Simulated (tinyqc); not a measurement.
Crystal pulling from the melt: segregation, interface stability, heat balance and point-defect regime: one step, computed by the program tinyqc.

A dilute solute; steady pulling with a flat interface unless it is found unstable.

Problem. Heat balance and the ratio V/G. k_S G_S = k_L G_L + L V; the largest rate for this G_S, with G_L = 0, is k_S G_S/L. Voronkov: the crystal grows vacancy-rich if V/G_S > xi_c and interstitial-rich if below; at fixed G_L the neutral rate solves V = xi_c G_S(V).

Inputs (values chosen for the exercise, modelled on gallium in silicon): pull rate V = 0.53 mm/min; gradient in the melt G_L = 17 K/cm; solid conductivity k_S = 21.6 W/(m K); melt conductivity k_L = 62.3 W/(m K); latent heat per volume L = 4290 J/cm^3; critical ratio xi_c = 0.12 mm^2/(min K).

Give: gradient in the solid G_S; largest rate; V/G_S; neutral pull rate.

Solution.

gradient in the solid G_S = 66.576 K/cm

largest rate = 2.0113 mm/min

V/G_S = 0.079608 mm^2/(min K)

neutral pull rate = 0.97613 mm/min

V/G_S is 0.66 xi_c: interstitials survive and can form dislocation loops. Latent heat makes up 26 % of the flux.
